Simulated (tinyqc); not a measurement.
Arrhenius plot: admittance spectroscopy and thermally stimulated current of one trap level in a depletion layer. Computed by tinyqc, a small Python program. Command: `OMP_NUM_THREADS=1 python tinyqc.py 3112904 3112905 out.jsonl admit walk`. One thread of a shared host (Intel(R) Xeon(R) Processor @ 2.30GHz), about 0.01 s of CPU time with the checks.

A Schottky junction on n-type material holds one donor-like electron trap; shallow donors are fully ionised and abrupt depletion edges are assumed.

Inputs (values chosen for the exercise, modelled on n-type 4H-SiC):
```
quantity                         value    unit
density-of-states mass m         0.753     m_0
shallow doping N                 2e+16  1/cm^3
trap depth E_t below the band     0.17      eV
capture cross section sigma    4.7e-17    cm^2
test frequency f                900000      Hz
```

Constants: k_B = 1.380649e-23 J/K; m_0 = 9.1093837015e-31 kg; h = 6.62607015e-34 J s; k_B = 8.617333262e-05 eV/K.

Method:
- N_c = 2 (2 pi m k_B T/h^2)^(3/2), v_th = sqrt(3 k_B T/m), emission rate e_n = sigma v_th N_c exp(-E_t/(k_B T)).
- Where the level crosses the Fermi level capture equals emission, so the trap follows the signal with the rate 2 e_n; G/omega peaks at omega = 2 e_n (the correction for large N_t/N is left out).
- Solve 2 e_n(T_p) = 2 pi f.
- T_p for 0.1, 0.3, 1, 3 and 10 f; least-squares lines of ln(e_n/T^2) and of ln(e_n) against 1/(k_B T), e_n = pi f; sigma = exp(intercept)/(v_th N_c/T^2).

peak temperature T_p = 251.223 K

Peaks:
```
f (Hz)    T_p (K)  1/(k_B T) (1/eV)  ln(e_n/T^2)  ln(e_n)
9.00e+04   202.81            57.218       1.9277   12.552
2.70e+05   223.58            51.903       2.8314   13.651
9.00e+05   251.22            46.192       3.8022   14.855
2.70e+06   282.33            41.103       4.6674   15.953
9.00e+06   325.20            35.684       5.5886   17.157
```

depth from e_n/T^2 = 0.17 eV

cross section from the intercept = 4.70e-17 cm^2

depth without the T^2 = 0.21370 eV

What follows from these numbers?

Leaving out T^2 adds 44 meV, near 2 k_B T_p = 43 meV.

Extremes, crossings and ranges named in words are read from the listed rows.
